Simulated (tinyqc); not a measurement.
Relaxation at fixed composition: composition and strain of an epitaxial Si(1-x)Ge(x) layer from Raman and X-ray peaks. Computed by tinyqc, a small Python program. Command: `OMP_NUM_THREADS=1 python tinyqc.py 3031772 3031773 out.jsonl epiraman walk`. One thread of a shared host (Intel(R) Xeon(R) Processor @ 2.30GHz), about 0.01 s of CPU time with the checks.

A (001) layer, biaxially strained in the plane. The Raman peaks follow empirical lines omega = w0 + c1 x + c3 x^3 + b eps (c3 for Si-Ge alone), with eps the in-plane strain.

Inputs (values chosen for the exercise, modelled on silicon-germanium):
```
quantity                        value      unit
Ge fraction x                    0.33         -
Ge fraction y of the buffer     0.081         -
lattice constant of Si          5.431  angstrom
lattice constant of Ge          5.658  angstrom
bowing B                        0.025  angstrom
2 C12/C11 of Si                 0.773         -
2 C12/C11 of Ge                 0.747         -
Si-Si: w0                       520.4      1/cm
Si-Si: c1                       -66.5      1/cm
Si-Si: strain coefficient b      -697      1/cm
Ge-Ge: w0                       280.1      1/cm
Ge-Ge: c1                        19.4      1/cm
Ge-Ge: strain coefficient b      -440      1/cm
X-ray wavelength             1.540598  angstrom
```

Substrate: relaxed alloy buffer.

Method:
- Relaxed lattice constant a(x) = a_Si + (a_Ge - a_Si) x - B x (1 - x).
- In-plane constant a_par = a_sub + R (a(x) - a_sub); eps = a_par/a(x) - 1; eps_perp = -(2 C12/C11) eps with 2 C12/C11 linear in x; a_perp = a(x) (1 + eps_perp). The buffer has a_sub = a(y).
- (004) Bragg angle theta = arcsin(2 lambda/a), with a = a_perp for the layer and a_sub for the substrate; separation = layer less substrate. The apparent x is the one that a fully strained layer (R = 0) would need to give the same a_perp.

Signatures; columns: (1) R; (2) eps (per mille); (3) Si-Si (1/cm); (4) Ge-Ge (1/cm); (5) a_perp (angstrom); (6) (004) separation (arcsec); (7) apparent x if R = 0 is assumed:
```
(1)       (2)     (3)     (4)     (5)      (6)      (7)
0.00  -9.6096  505.15  290.73  5.5408  -2371.9  0.33000
0.15  -8.1682  504.15  290.10  5.5347  -2220.7  0.31420
0.30  -6.7267  503.14  289.46  5.5287  -2069.2  0.29835
0.50  -4.8048  501.80  288.62  5.5206  -1866.4  0.27713
0.70  -2.8829  500.46  287.77  5.5125  -1663.0  0.25582
0.85  -1.4414  499.46  287.14  5.5064  -1509.9  0.23978
1.00   0.0000  498.45  286.50  5.5004  -1356.4  0.22369
```

Full relaxation moves the Si-Si peak by -6.70 per cm and shrinks the X-ray separation to 57 % of its strained value, about 1/(1 + 2 C12/C11). A symmetric reflection alone cannot part x from R: a relaxed layer read as strained gives x = 0.224 in place of 0.33. An asymmetric reflection or a second peak is needed.

Extremes, crossings and ranges named in words are read from the listed rows.
